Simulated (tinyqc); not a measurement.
Surface potential of a MOS transistor: implicit equation and explicit approximations: two steps of the calculation.

p-type body, charge-sheet picture, depletion and inversion only, full ionisation (an idealisation for deep acceptors), Boltzmann statistics (rough once Na exp(x - xn) passes about Nc/7). In units of Vt: xg = (Vg - Vfb)/Vt, x = psi/Vt, G = gamma/sqrt(Vt), xn = (2 phiF + Vc)/Vt. The implicit equation is (xg - x)^2 = G^2 [x - 1 + exp(x - xn)] for x above about 3. Cox = eps0 eox/tox.

Parameters, values chosen for the exercise; band and dielectric values close to those of silicon:
```
symbol,value,unit,meaning
T,350,K,temperature
eox,3.9,,relative permittivity of the gate insulator (close to silicon dioxide)
tox,24,nm,insulator thickness
Vc,0.5,V,channel-body voltage
```

Constants: q = 1.602176634e-19 C, kB = 1.380649e-23 J/K, Vt = kB T/q, eps0 = 8.8541878128e-14 F/cm where lengths are in cm. Results are converted to the units shown.

Task 1. Explicit approximation. Depletion value a = 1 + [sqrt(G^2/4 + xg - 1) - G/2]^2; inversion value b = xn + ln[(xg - xn)^2/G^2 - xn + 1] and first guess y = min(a, b) - ln(1 + exp(-|a - b|)) if a > xn + 1, else b = y = a; one second-order correction with D = exp(y - xn), p = 2 (xg - y) + G^2 (1 + D), w = (xg - y)^2 - G^2 (y - 1 + D): z = y + 2 w/(p + sqrt(p^2 - 2 (2 - G^2 D) w)), or the Newton step z = y + w/p where the root is not real.

G = 6.2454948
xn = 41.767895
xg = 94.493933

Find: a; b; y; p; w; z.

Result 1.

a = 50.537
b = 45.186
y = 45.181
p = 1321.8
w = -475.79
z = 44.730

The root of the implicit equation is x = 44.7482; y misses it by 0.43 and z by -0.018, in units of Vt.

Task 2. Potential, charges and gate control. psi = Vt x; N_dep = Cox Vt G sqrt(x - 1)/q; N_inv = (Cox Vt G/q) [sqrt(x - 1 + exp(x - xn)) - sqrt(x - 1)]; dpsi/dVg = 1/[1 + G^2 (1 + exp(x - xn))/(2 (xg - x))].

converged x = 44.748206
G = 6.2454948
xn = 41.767895
xg = 94.493933

Find: psi; N_dep; N_inv; dpsi/dVg.

Result 2.

psi = 1.350 V
N_dep = 1.119e12 cm^-2
N_inv = 2.285e11 cm^-2
dpsi/dVg = 0.1097

psi lies 3.0 Vt above 2 phiF + Vc.

tinyqc, about 0.01 s, one thread, Intel Xeon 2.30GHz (shared host): `OMP_NUM_THREADS=1 python tinyqc.py 2122106 2122107 out.jsonl`
